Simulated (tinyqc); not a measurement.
Tail temperature from the power law.

Problem. When tail states hold most of the charge, the linear current goes as I = A (Vg - VT)^g with g = 2 Tt/T - 1. Find g, Tt and the tail width kB Tt.

Inputs (values chosen for the exercise):
- T = 250 K (temperature)

Constants: q = 1.602176634e-19 C, kB = 1.380649e-23 J/K, Vt = kB T/q. Results are converted to the units shown.

I at Vg - VT = 6.4 and 9.6 V (nA): [1064.8067, 2357.2717]

Answer. g is the slope of ln I against ln(Vg - VT).

g = 1.960
Tt = 370.0 K
kB Tt = 31.88 meV

tinyqc, about 0.02 s, one thread, Intel Xeon 2.30GHz (shared host): `OMP_NUM_THREADS=1 python tinyqc.py 2610065 2610066 out.jsonl`
